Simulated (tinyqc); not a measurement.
## MOS inversion layer, Poisson-Schroedinger loop: effect of the sheet density of electrons

Electrons confined at an insulator interface at z = 0, treated as a hard wall; parabolic valleys, Hartree approximation, no image or exchange terms. The depletion charge lies far deeper than the electrons and gives a uniform field q Nd/(eps0 eps_r); the gate balances all charge. Energies are counted from the band edge at the interface.

Schroedinger equation -(C/mz) psi'' + (V0 + U) psi = E psi, C = hbar^2/(2 m0), psi(0) = 0, on a uniform mesh of 800 nodes with a far wall at 120 nm, 8 levels a set; V0 = q Nd z/(eps0 eps_r); dU/dz = q (Ns - integral of n from 0 to z)/(eps0 eps_r), U(0) = 0; N_k = g md m0 q Vt/(pi hbar^2) ln(1 + exp((EF - E_k)/Vt)), g the number of valleys of the set, sum N_k = Ns. Triangular well: E_k = a_k (C F^2/mz)^(1/3), a_1 = 2.338107, a_2 = 4.087949, C = hbar^2/(2 m0), F in eV/nm. Fang-Howard (all electrons in the lowest level of set A): b^3 = 6 (mz1/C) q (Nd + 11 Ns/32)/(eps0 eps_r), centroid 3/b, level C b^2/(4 mz1) + (3/b) q (Nd + 11 Ns/16)/(eps0 eps_r). The centroid adds 3.9 z_av/eps_r to an oxide-equivalent thickness. Shares under 0.0001 % are printed as 0.

Values chosen for this exercise; masses and permittivity close to those of 4H silicon carbide (0001):

| symbol | value | unit | meaning |
|---|---|---|---|
| T | 400 | K | temperature |
| eps_r | 9.61 |  | relative permittivity |
| mz1 | 0.328 | m0 | mass along z of valley set A (3 valley(s)) |
| md1 | 0.425 | m0 | in-plane density-of-states mass of set A |
| Nd | 1.3e11 | cm^-2 | sheet density of depletion charge |

Constants: q = 1.602176634e-19 C, kB = 1.380649e-23 J/K, hbar = 1.054571817e-34 J s, m0 = 9.1093837015e-31 kg, Vt = kB T/q, eps0 = 8.8541878128e-14 F/cm where lengths are in cm, hbar^2/(2 m0) = 0.0380998212 eV nm^2. Results are converted to the units shown.

Effect of the sheet density of electrons:
```
Ns (cm^-2)	A1 (meV)	A2 (meV)	EF (meV)	share of A1 (%)	share of A2 (%)	centroid z_av (nm)	added oxide equivalent (nm)	Fang-Howard centroid (nm)
1e11	29.1	48.5	-185	36.9	21.0	10.9	4.44	5.53
2.1e11	37.0	60.1	-148	40.9	21.0	9.87	4.01	5.16
4.5e11	51.7	81.2	-101	47.7	20.4	8.33	3.38	4.60
9.7e11	77.7	117	-42.2	57.6	18.6	6.55	2.66	3.91
2.1e12	122	175	36.0	69.1	15.2	4.85	1.97	3.19
4.4e12	193	264	139	79.6	11.0	3.52	1.43	2.57
9.4e12	313	409	294	88.1	6.88	2.52	1.02	2.02
2e13	513	641	532	93.7	3.81	1.82	0.737	1.58
```

As Ns goes from 1e11 to 2e13, A1 rises from 29.1 to 513 meV, the share of A1 rises from 36.9 to 93.7 % and the centroid falls from 10.9 to 1.82 nm. A1 goes as Ns^(0.65) between the last two rows (a triangular well in the field of that charge alone gives 2/3). EF lies more than 2 meV above A1 for Ns = 2e13. The Fang-Howard centroid is 49 % below the full one in the first row, where A1 holds 36.9 %, and 13 % below it in the last, where A1 holds 93.7 %. For Ns = 1e11, 2.1e11, 4.5e11, 9.7e11, 2.1e12, 4.4e12 the eighth level of a set still holds over 0.4 % of the electrons, so more levels and a farther wall would raise the centroid.

Program tinyqc, `OMP_NUM_THREADS=1 python tinyqc.py 2160040 2160041 out.jsonl`; Intel Xeon 2.30GHz, shared host, one thread, about 0.4 s.
